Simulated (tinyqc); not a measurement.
Cylindrical quantum wire: sweeps and comparisons. A value that a table varies takes the place of the one given here.

A cylinder of radius R, isotropic masses, c = hbar^2/2m0, k = sqrt(mw E/c), kappa = sqrt(mb (V0 - E)/c). State (n, m) is J_m(k r) inside and K_m(kappa r) outside; psi and psi'/m are continuous: (k/mw) J_m'(kR)/J_m(kR) = (kappa/mb) K_m'(kappa R)/K_m(kappa R).

With hard walls E = c (x/R)^2/mw, x a zero of J_m: (1,0) 2.404826; (2,0) 5.520078; (1,1) 3.831706; (2,1) 7.015587; (1,2) 5.135622; (2,2) 8.417244; (1,3) 6.380162; (2,3) 9.761023.

Constants: hbar^2/2m0 = 3.80998211 eV angstrom^2.

Inputs chosen for the exercise (near those of an InGaAs wire in InP; the results hold for these values, not for the real material): V0 = 0.249 eV (barrier height); mw = 0.0416 m0 (mass inside); mb = 0.0773 m0 (mass outside); Rs = (43, 62, 87, 124, 174, 248, 347) angstrom (radii); R = 124 angstrom (radius).

## Radius

The two lowest states against R; a dash marks an unbound state.

Levels (eV):

| R (angstrom) | (1,0) | (1,1) | (1,0), hard walls | flat well of width 2R |
|---|---|---|---|---|
| 43 | 0.1051 | 0.2462 | 0.2865 | 0.0479 |
| 62 | 0.0660 | 0.1670 | 0.1378 | 0.0293 |
| 87 | 0.0405 | 0.1033 | 0.0700 | 0.0177 |
| 124 | 0.0232 | 0.0591 | 0.0344 | 0.0100 |
| 174 | 0.0131 | 0.0334 | 0.0175 | 0.0056 |
| 248 | 0.0070 | 0.0178 | 0.0086 | 0.0030 |
| 347 | 0.0038 | 0.0096 | 0.0044 | 0.0016 |

What can be read from the table?

The lowest state is bound at every radius listed. (1,1) is bound at every radius listed. At the largest radius the level is 0.86 of the hard-wall value and 2.34 times that of the flat well (the hard-wall ratio is 2.34); the exponent d ln E/d ln R between the last two radii is -1.83.

## Shape and dimension

Lowest level with hard walls: film c (pi/2R)^2/mw, cylinder c (2.404826/R)^2/mw, sphere c (pi/R)^2/mw, square or cube of side a: 2 or 3 times c (pi/a)^2/mw; c = hbar^2/2m0. Finite barriers V0 with outer mass mb and psi, psi'/m continuous for film, cylinder and sphere (not separable for the square and the cube: dash).

Lowest level (eV):

| shape | hard walls | finite barrier |
|---|---|---|
| film, width 2R | 0.0147 | 0.0100 |
| cylinder, radius R | 0.0344 | 0.0232 |
| square wire of equal area | 0.0374 | - |
| sphere, radius R | 0.0588 | 0.0390 |
| cube of equal volume | 0.0679 | - |

What does this show?

With hard walls the levels of film, cylinder and sphere stand as 1 : 2.34 : 4.00; with the finite barrier as 1 : 2.31 : 3.89. The square lies 8.6 % above the circle of equal area and the cube 15.5 % above the sphere of equal volume: round shapes give the lowest level for a given size.

## What each parameter does

The lowest level (1,0) and its distance to V0. Each row changes one parameter from the base and keeps the others.

Results:

| case | E (eV) | V0 - E (eV) | k R |
|---|---|---|---|
| base | 0.0232 | 0.2258 | 1.9740 |
| R = 136 angstrom | 0.0199 | 0.2291 | 2.0065 |
| V0 = 0.212 eV | 0.0225 | 0.1895 | 1.9441 |
| mw = 0.0458 m0 | 0.0218 | 0.2272 | 2.0080 |
| mb = 0.0966 m0 | 0.0222 | 0.2268 | 1.9321 |

What does this show?

The largest shifts from the base row, up to three for each result and ties (the steps differ in size, so this ranks the rows, not the parameters). E (eV): R -0.0033, mw -0.0014, mb -0.0010. V0 - E (eV): V0 -0.0363, R +0.0033, mw +0.0014. k R: mb -0.0419, mw +0.0340, R +0.0324.

Run: tinyqc, `OMP_NUM_THREADS=1 python tinyqc.py 1251689 1251690 out.jsonl`; Intel(R) Xeon(R) Processor @ 2.30GHz, one thread, shared host; about 0.03 s of CPU time with all checks.
